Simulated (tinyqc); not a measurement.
Trap density from one capacitance.

Inverse problem. Traps spread evenly through the insulator exchange electrons with the semiconductor by tunnelling, with tau(x) = t0 exp(2 ka x) at depth x from the interface. The admittance per area Y seen at depth x obeys dY/dx = -Y^2/(i w eps0 eox) + q Nb ln(1 + i w tau)/tau, with Y(0) = i w Cs and w = 2 pi f; the gate sees Y(tox) = G + i w C. Working variable y = Y/(i w), in uF/cm^2. Cox = eps0 eox/tox. Find Nb and G/w.

Values chosen for this exercise: relative permittivity of the insulator eox = 3.76; insulator thickness tox = 8.9 nm; semiconductor capacitance in accumulation Cs = 0.95 uF/cm^2; decay constant of the wave function in the insulator ka = 5.3 1/nm; time constant of a trap at the interface t0 = 1e-10 s; frequency f = 100 Hz.

Constants: q = 1.602176634e-19 C, eps0 = 8.8541878128e-14 F/cm where lengths are in cm. Results are converted to the units shown.

C = 0.34933401 uF/cm^2

Answer. C rises steadily with Nb, so one density matches; in practice ka and t0 must come from the frequency dependence.

Nb = 4.800e19 cm^-3 eV^-1
G/w = 0.006669 uF/cm^2

Program tinyqc, `OMP_NUM_THREADS=1 python tinyqc.py 2202196 2202197 out.jsonl`; Intel Xeon 2.30GHz, shared host, one thread, about 0.6 s.
